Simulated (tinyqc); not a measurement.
Dopant redistribution at a moving silicon-oxide interface during parabolic oxidation: one step, computed by the program tinyqc.

Uniformly doped silicon is oxidised with x_ox = sqrt(B t); the interface advances into the silicon by alpha x_ox, alpha = 0.44. The dopant does not move in the oxide, and at the interface C(silicon) = m C(oxide).

Task: Profile below the interface. With the dopant diffusivity D and s = alpha x_ox/(2 sqrt(D t)), in the silicon C = C_B + (C_s - C_B) erfc(y/(2 sqrt(D t)))/erfc(s), y from the original surface. Dopant balance at the interface gives C_s/C_B = 1/[1 + (1/(m alpha) - 1) g], g = sqrt(pi) s exp(s^2) erfc(s). Depths z are counted from the present interface: y/(2 sqrt(D t)) = s + z/(2 sqrt(D t)); take z/(2 sqrt(D t)) = 0, 0.05, 0.1, 0.2, 0.3, 0.5, 0.75, 1, 1.5.

Inputs (values chosen for the exercise, modelled on boron in silicon under dry oxygen): oxidation activation energy E_B = 1.25 eV; temperature T = 1050 C.

diffusion length 2 sqrt(D t) = 0.5493894 um

ratio C_s/C_B = 0.2671214

s = 0.1811745

Give: Profile.

Result:

Profile:
```
z/(2 sqrt(D t)),z (um),C/C_B
0.00,0.0000,0.2671
0.05,0.0275,0.3168
0.10,0.0549,0.3653
0.20,0.1099,0.4581
0.30,0.1648,0.5442
0.50,0.2747,0.6919
0.75,0.4120,0.8274
1.00,0.5494,0.9129
1.50,0.8241,0.9840
```

Caution: in this case the oxide is not much thicker than a typical Deal-Grove length A, so real growth is slower than parabolic. Caution: parabolic growth needs an oxide much thicker than the Deal-Grove length A, which fails for thin films and low temperatures; oxidation-enhanced or retarded diffusion is ignored.
